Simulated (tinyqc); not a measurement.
## Undoped gate-all-around wire MOSFET, analytic charge model: effect of the temperature

An undoped round wire of radius R under an insulator shell and a surrounding gate; long channel, electrons only, n = ni exp((psi - V)/Vt) with V the quasi-Fermi potential (0 at the source, Vd at the drain), constant mobility, no quantisation. The radial Poisson equation gives n(r) = n(0)/(1 - (1 - b) r^2/R^2)^2 with b = Q0/(Q + Q0). Q is the electron charge per area of the wire surface.

Nc and Nv are given at 250 K and scale as (T/250 K)^1.5; Eg and mu are held fixed. ni = sqrt(Nc Nv) exp(-Eg/(2 Vt)), Eg in volts; Cox = eps0 eox/(R ln(1 + tox/R)); Q0 = 4 eps0 eps_r Vt/R; V0 = dphi + Vt ln[8 eps0 eps_r Vt/(q ni R^2)]. Q solves Vg - V0 - V = Q/Cox + Vt ln(Q/Q0) + Vt ln(1 + Q/Q0). I = mu (2 pi R/L)[2 Vt (Qs - Qd) + (Qs^2 - Qd^2)/(2 Cox) + Vt Q0 ln((Qd + Q0)/(Qs + Q0))], with Qs at V = 0 and Qd at V = Vd.  I(low) is taken at Vg = 0.34 V, Qs and I(high) at Vg = 1.09 V.

Parameters, values chosen for the exercise; material values close to those of gallium arsenide:
```
symbol    value        unit                                                         meaning
Eg         1.42          eV                                                        band gap
eps_r        13                                  relative permittivity of the semiconductor
Nc       3.3e17       cm^-3  conduction-band density of states at the reference temperature
Nv      6.82e18       cm^-3     valence-band density of states at the reference temperature
eox        21.5                                 relative permittivity of the gate insulator
tox          11          nm                                             insulator thickness
R            15          nm                                                     wire radius
dphi       -0.1           V              gate work function less that of the intrinsic body
mu          520  cm^2/(V s)                                                channel mobility
L           0.2          um                                                     gate length
Vd          0.3           V                                                   drain voltage
```

Constants: q = 1.602176634e-19 C, kB = 1.380649e-23 J/K, Vt = kB T/q, eps0 = 8.8541878128e-14 F/cm where lengths are in cm. Results are converted to the units shown.

Result of one run:
```
V0 (V)  I(low) (nA)  Qs(high) (nC/cm^2)  I(high) (uA)
0.5628        2.520               859.9         42.75
```

Which temperature T gave this result: 280, 310, 340 or 430 K?

T = 430 K.

The whole series:
```
T (K)  V0 (V)  I(low) (nA)  Qs(high) (nC/cm^2)  I(high) (uA)
220    0.5922     4.513e-4               905.7         43.98
250    0.5884     0.003432               894.8         43.53
280    0.5844      0.01745               885.7         43.19
310    0.5803      0.06645               878.1         42.96
340    0.5761       0.2042               871.9         42.80
370    0.5718       0.5322               866.9         42.72
400    0.5673        1.219               862.9         42.71
430    0.5628        2.520               859.9         42.75
```

As T goes from 220 to 430 K, I(low) rises from 4.51e-4 to 2.52 nA and I(high) goes from 44.0 through a minimum of 42.7 (at T = 400 K among the rows listed) to 42.8 uA. V0 falls from 0.592 to 0.563 V. In every row the surface density at the source at the higher gate voltage passes 0.3 Nc, where Boltzmann statistics fail. In every row mu V/L at the higher gate voltage, with V the smaller of Vd and Vg - V0, passes 3e6 cm/s, so velocity saturation would lower the current. In every row the mobility is held fixed, though a real one changes with T.

Numbers from tinyqc (`OMP_NUM_THREADS=1 python tinyqc.py 2460089 2460090 out.jsonl`; about 0.02 s on one thread of a shared Intel Xeon 2.30GHz).
